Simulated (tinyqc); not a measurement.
MOSFET in the linear regime without short-channel effects, parameter extraction from computed curves: two steps of the calculation.

Inversion charge Q = Cox n Vt W0(exp((Vg - VT)/(n Vt))), W0 the Lambert function and n = nf; u = Q/Cox; mobility mu = mu0/(1 + th1 u + th2 u^2); channel resistance Rch = (L - dL)/(W mu Q); Id = Vd/(Rch + Rsd/W). Cox = eps0 eox/tox. Small Vd, no channel-length or drain effects.

Inputs (values chosen for the exercise); channel values of the order met in silicon transistors:
```
symbol  value        unit                                                                 meaning
eox       3.9              relative permittivity of the gate insulator (close to silicon dioxide)
tox       5.6          nm                                                     insulator thickness
mu0       160  cm^2/(V s)                                                      low-field mobility
th2         0       1/V^2                                      second mobility attenuation factor
VT       0.63           V                                                       threshold voltage
W           1          um                                                              gate width
L        0.38          um                                                       drawn gate length
dL      0.007          um                                             drawn less effective length
Vd       0.05           V                                                           drain voltage
```

Constants: eps0 = 8.8541878128e-14 F/cm where lengths are in cm. Results are converted to the units shown.

Question 1. Threshold and mobility at the peak transconductance. gm_i = (Id_(i+1) - Id_(i-1))/(Vg_(i+1) - Vg_(i-1)); at the point j of largest gm the tangent meets the axis at V_ext = Vg_j - Id_j/gm_j; field-effect mobility gm_j L/(W Cox Vd) with the drawn L.

```
point  Vg (V)       Id (uA)
0        0.43  0.0017277693
1        0.53   0.026986031
2        0.63    0.26494139
3        0.73    0.94389437
4        0.83     1.8353961
5        0.93     2.7636829
6        1.03     3.6693889
7        1.13     4.5328130
8        1.23     5.3480731
9        1.33     6.1147061
10       1.43     6.8345043
```

Find: gm; j; V_ext; field-effect mobility.

Answer 1.

gm, point 1 to 9 (uS): 1.316  4.585  7.852  9.099  9.170  8.846  8.393  7.909  7.432
j = 5
V_ext = 0.6286 V
field-effect mobility = 113.0 cm^2/(V s)

V_ext is 1.4 mV below the model VT, and the mobility so found is 31 % below mu0 L/(L - dL) = 163 cm^2/(V s), the value for the drawn L; attenuation, series resistance and the slow approach of Q to a straight line all lower the peak gm.

Question 2. The Y function. Y_i = Id_i/sqrt(gm_i). For Id = beta Vd x/(1 + th x), x = Vg - VT, Y = sqrt(beta Vd) x whatever th. Slope s from points 6 and 9; VT_Y = Vg - Y/s at point 9; beta = s^2/Vd; mobility beta L/(W Cox) with the drawn L; th* = (beta Vd x/Id - 1)/x at point 9.

```
point  Vg (V)       Id (uA)
0        0.43  0.0017277693
1        0.53   0.026986031
2        0.63    0.26494139
3        0.73    0.94389437
4        0.83     1.8353961
5        0.93     2.7636829
6        1.03     3.6693889
7        1.13     4.5328130
8        1.23     5.3480731
9        1.33     6.1147061
10       1.43     6.8345043
```

gm, point 1 to 9 (uS): 1.3160681  4.5845417  7.8522735  9.0989426  9.1699640  8.8456507  8.3934210  7.9094651  7.4321561

Give: Y; s; VT_Y; beta; mobility from Y; th*.

Answer 2.

Y, point 1 to 9 (uA^0.5 V^0.5): 0.023523  0.12374  0.33684  0.60846  0.91265  1.2338  1.5646  1.9016  2.2429
s = 3.3640 uA^0.5 V^-0.5
VT_Y = 0.66324 V
beta = 226.32 uA/V^2
mobility from Y = 139.47 cm^2/(V s)
th* = 0.35086 1/V

The mobility from Y is 14 % below mu0 L/(L - dL) = 163 cm^2/(V s), which it should reach in deep inversion when th2 = 0.

Program tinyqc, `OMP_NUM_THREADS=1 python tinyqc.py 2210130 2210131 out.jsonl`; Intel Xeon 2.30GHz, shared host, one thread, about 0.01 s.
